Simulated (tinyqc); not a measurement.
Shallow acceptor in the spherical four-band model: one step. Units and couplings. Five cases, with inputs chosen for the exercise.

Task: Give Ry*, a*, mu, delta and the spherical masses 1/(g1 (1 -/+ mu)).

Units Ry* = Ry/(g1 eps^2) and a* = a0 eps g1; mu = (6 g3 + 4 g2)/(5 g1) is the spherical heavy-light coupling and delta = (g3 - g2)/g1 the cubic term, which is left out.

Constants: Ry = 13.60569312 eV; a0 (Bohr radius) = 0.5291772105 angstrom.

Give: Ry*; a*; mu; delta; heavy and light mass.

Case 1.

Values chosen (near those of a shallow acceptor in Ge; shifted at random, so the results belong to these values and not to a real crystal): g1 = 13.4 (Luttinger gamma1); g2 = 4.24 (gamma2); g3 = 5.7 (gamma3); eps = 16.1 (dielectric constant).

Result:

Ry* = 3.917 meV
a* = 114.16 angstrom
mu = 0.7636
delta = 0.1090

heavy and light mass (m0): 0.3157  0.0423

A hydrogen model with the heavy mass would bind by Ry*/(1 - mu) = 16.6 meV and with the light mass by 2.2 meV. delta/mu = 0.14: the cubic term is a modest correction.

Case 2.

Values chosen (near those of a shallow acceptor in GaSb; shifted at random, so the results belong to these values and not to a real crystal): g1 = 13.41 (Luttinger gamma1); g2 = 4.69 (gamma2); g3 = 5.99 (gamma3); eps = 15.7 (dielectric constant).

Result:

Ry* = 4.116 meV
a* = 111.41 angstrom
mu = 0.8158
delta = 0.0969

heavy and light mass (m0): 0.4049  0.0411

A hydrogen model with the heavy mass would bind by Ry*/(1 - mu) = 22.3 meV and with the light mass by 2.3 meV. delta/mu = 0.12: the cubic term is a modest correction.

Case 3.

Values chosen (near those of a shallow acceptor in GaP, where the small spin-orbit splitting and strong warping make this model rough; shifted at random, so the results belong to these values and not to a real crystal): g1 = 4.05 (Luttinger gamma1); g2 = 0.49 (gamma2); g3 = 1.25 (gamma3); eps = 11.1 (dielectric constant).

Result:

Ry* = 27.266 meV
a* = 23.79 angstrom
mu = 0.4672
delta = 0.1877

heavy and light mass (m0): 0.4634  0.1683

A hydrogen model with the heavy mass would bind by Ry*/(1 - mu) = 51.2 meV and with the light mass by 18.6 meV. delta/mu = 0.40: the cubic term is not small, so the spherical result is a first estimate.

Case 4.

Values chosen (near those of a shallow acceptor in Si, where the small spin-orbit splitting and strong warping make this model rough; shifted at random, so the results belong to these values and not to a real crystal): g1 = 4.28 (Luttinger gamma1); g2 = 0.34 (gamma2); g3 = 1.45 (gamma3); eps = 11.6 (dielectric constant).

Result:

Ry* = 23.624 meV
a* = 26.27 angstrom
mu = 0.4701
delta = 0.2593

heavy and light mass (m0): 0.4409  0.1589

A hydrogen model with the heavy mass would bind by Ry*/(1 - mu) = 44.6 meV and with the light mass by 16.1 meV. delta/mu = 0.55: the cubic term is not small, so the spherical result is a first estimate.

Case 5.

Values chosen (near those of a shallow acceptor in Si, where the small spin-orbit splitting and strong warping make this model rough; shifted at random, so the results belong to these values and not to a real crystal): g1 = 4.29 (Luttinger gamma1); g2 = 0.34 (gamma2); g3 = 1.45 (gamma3); eps = 11.2 (dielectric constant).

Result:

Ry* = 25.283 meV
a* = 25.43 angstrom
mu = 0.4690
delta = 0.2587

heavy and light mass (m0): 0.4390  0.1587

A hydrogen model with the heavy mass would bind by Ry*/(1 - mu) = 47.6 meV and with the light mass by 17.2 meV. delta/mu = 0.55: the cubic term is not small, so the spherical result is a first estimate.

Computed by tinyqc, one run a case: `OMP_NUM_THREADS=1 python tinyqc.py N N+1 out.jsonl` with N = 1250102, 1250128, 1250144, 1250352, 1250633; one thread of a shared Intel(R) Xeon(R) Processor @ 2.30GHz, about 0.3 s a run at most.
